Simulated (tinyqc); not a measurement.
One anharmonic mode: perturbation theory, self-consistent phonons and exact levels: one step, computed by the program tinyqc. Command: `OMP_NUM_THREADS=1 python tinyqc.py 3030411 3030412 out.jsonl scp walk`. One thread of a shared host (Intel(R) Xeon(R) Processor @ 2.30GHz), about 0.04 s of CPU time with the checks.

V(x) = k x^2/2 + b x^4 for one coordinate x of mass M. A constant K > 0 gives hbar Omega = sqrt((hbar^2/u) K/M) with K in eV/angstrom^2 and M in u.

Task: Hamiltonian in a small basis. Basis: oscillator states n of the constant |k|, with x = s (a + a+), s^2 = hbar Omega/(2|k|); H = hbar Omega (n + 1/2) + (k - |k|) x^2/2 + b x^4, with exact matrix elements of x^2 and x^4.

Inputs (values chosen for the exercise, for a model mode):
```
quantity                          value           unit
mode mass M                        16.6              u
harmonic constant k                3.53  eV/angstrom^2
quartic constant b                 60.1  eV/angstrom^4
basis size N of the small matrix      5              -
```

Shape: single well.

Constants: hbar^2/u = 4.18015928e-03 eV angstrom^2.

Give: H.

Result:

H (meV):
```
      1     2      3      4      5
1  18.1   0.0    9.1    0.0    5.3
2   0.0  60.8    0.0   26.3    0.0
3   9.1   0.0  116.3    0.0   52.0
4   0.0  26.3    0.0  184.7    0.0
5   5.3   0.0   52.0    0.0  266.0
```
